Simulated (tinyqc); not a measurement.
Comparisons within one model: bond unit of a tetrahedral oxide and its oxygen vacancy in tight binding. A value that a table varies takes the place of the one given here.

Two sp3 hybrids h1, h2 at eh = (es + 3 ep)/4 point at one oxygen with orbitals s, px, py, pz; x joins the two cations, z bisects the angle phi, and th = (180 - phi)/2. With u = hbar^2/(m d^2) = 2c/d^2, c = hbar^2/2m0: Vhs = -(1.32 + sqrt3 x 1.42) u/2 and Vhp = (1.42 + sqrt3 x 2.22) u/2. <h|s> = Vhs for both; <h1|px> = Vhp cos(th), <h2|px> = -Vhp cos(th); <h|pz> = Vhp sin(th) for both; py is a lone pair. The unit holds 8 electrons. Coupling between units, which widens the levels into bands, is left out.

Without the oxygen the two hybrids face each other at distance R and couple by -V2, V2 = 3.22 x 2c/R^2, c = hbar^2/2m0: a bond at eh - V2 with two electrons and an antibond at eh + V2. Levels are measured from eop, the lone-pair level that stands for the top of the valence band.

Constants: hbar^2/2m0 = 3.80998211 eV angstrom^2.

Inputs chosen for the exercise (near tabulated values for SiO2; the results hold for these values, not for the real material):
- es = -14.7 eV (s level of the cation)
- ep = -7.69 eV (p level of the cation)
- eos = -33.39 eV (s level of oxygen)
- eop = -16.48 eV (p level of oxygen)
- d = 1.62 angstrom (cation-oxygen distance)
- phi = 144 degrees (bond angle at oxygen)
- R = 2.42 angstrom (cation-cation distance across the vacancy)

## Bond angle at oxygen

phi is varied at fixed d. Levels above eop; cation-cation distance 2 d cos(th); band energy is twice the sum of the four filled levels, relative to phi = 180; excess on O is the number of electrons on oxygen less 6.

Against phi:

| phi (deg) | distance (angstrom) | level 2 | level 3 | level 5 | level 6 | excess on O | band energy (eV) |
|---|---|---|---|---|---|---|---|
| 110 | 2.654 | -6.010 | -2.741 | 12.243 | 13.047 | 0.876 | -2.142 |
| 120 | 2.806 | -6.482 | -2.193 | 11.653 | 13.520 | 0.903 | -1.907 |
| 130 | 2.936 | -6.891 | -1.652 | 11.074 | 13.929 | 0.942 | -1.567 |
| 140 | 3.045 | -7.231 | -1.140 | 10.530 | 14.269 | 0.989 | -1.160 |
| 150 | 3.130 | -7.500 | -0.685 | 10.050 | 14.537 | 1.043 | -0.736 |
| 160 | 3.191 | -7.693 | -0.321 | 9.668 | 14.731 | 1.095 | -0.359 |
| 170 | 3.228 | -7.810 | -0.083 | 9.419 | 14.848 | 1.134 | -0.095 |
| 180 | 3.240 | -7.849 | 0.000 | 9.332 | 14.887 | 1.149 | 0.000 |

How do the results move?

Bending moves coupling from px to pz: level 2 rises from -7.85 to -6.01 eV and level 3 falls from 0.00 to -2.74 eV between 180 and 110 degrees. The lowest empty level is lowest at 180 degrees (9.33 eV) and highest at 110 (12.24 eV), so a spread of angles in a glass smears the conduction edge. The band energy is lowest at 110 degrees of those listed (-2.14 eV); the repulsion of the cations, not included, opposes bending.

## The vacancy as the cations move

R is varied; eh = (es + 3 ep)/4. The last two columns are the band energies of the bond with two electrons, -2 V2, and with one, -V2.

Against R (eV):

| R (angstrom) | V2 | bond level | antibond level | two electrons | one electron |
|---|---|---|---|---|---|
| 2.20 | 5.069 | 1.968 | 12.107 | -10.139 | -5.069 |
| 2.35 | 4.443 | 2.595 | 11.480 | -8.886 | -4.443 |
| 2.50 | 3.926 | 3.112 | 10.963 | -7.852 | -3.926 |
| 2.70 | 3.366 | 3.672 | 10.403 | -6.731 | -3.366 |
| 3.00 | 2.726 | 4.311 | 9.764 | -5.453 | -2.726 |
| 3.30 | 2.253 | 4.784 | 9.291 | -4.506 | -2.253 |
| 3.70 | 1.792 | 5.245 | 8.830 | -3.585 | -1.792 |
| 4.20 | 1.391 | 5.647 | 8.428 | -2.782 | -1.391 |

What does this show, and why?

The bond level rises from 1.97 eV at 2.2 to 5.65 eV at 4.2 angstrom, towards the lone hybrid at 7.04 eV. Taking one electron away halves the pull between the cations (at 2.5 angstrom from 6.28 to 3.14 eV/angstrom), so the positive vacancy relaxes outward and its level moves up: capture and release of a hole take place at different energies.

## What each value does

Spacing from the highest filled to the lowest empty level, excess electrons on oxygen (their number less 6), and the vacancy bond level eh - V2 - eop, V2 = 3.22 x 2c/R^2. Each row changes one parameter from the base and keeps the others.

Results:

| case | spacing (eV) | excess on O | vacancy level (eV) |
|---|---|---|---|
| base | 10.3284 | 1.0105 | 2.8478 |
| es = -14.2 eV | 10.4340 | 1.0195 | 2.9728 |
| ep = -7.19 eV | 10.6458 | 1.0373 | 3.2228 |
| eos = -31.39 eV | 10.4748 | 0.9973 | 2.8478 |
| eop = -15.98 eV | 9.8744 | 0.9762 | 2.3478 |
| d = 1.66 angstrom | 10.0673 | 1.0405 | 2.8478 |
| phi = 136 degrees | 10.7416 | 0.9694 | 2.8478 |
| R = 2.57 angstrom | 10.3284 | 1.0105 | 3.3226 |

What does this show?

The largest shifts from the base row, up to three for each result and ties (the steps differ in size, so this ranks the rows, not the parameters). spacing (eV): eop -0.4540, phi +0.4132, ep +0.3173; unchanged at the printed digits by R. excess on O: phi -0.0411, eop -0.0343, d +0.0300; unchanged at the printed digits by R. vacancy level (eV): eop -0.5000, R +0.4748, ep +0.3750; unchanged at the printed digits by eos, d and phi.

tinyqc: `OMP_NUM_THREADS=1 python tinyqc.py 1482455 1482456 out.jsonl`; about 0.01 s, one thread, shared Intel(R) Xeon(R) Processor @ 2.30GHz.
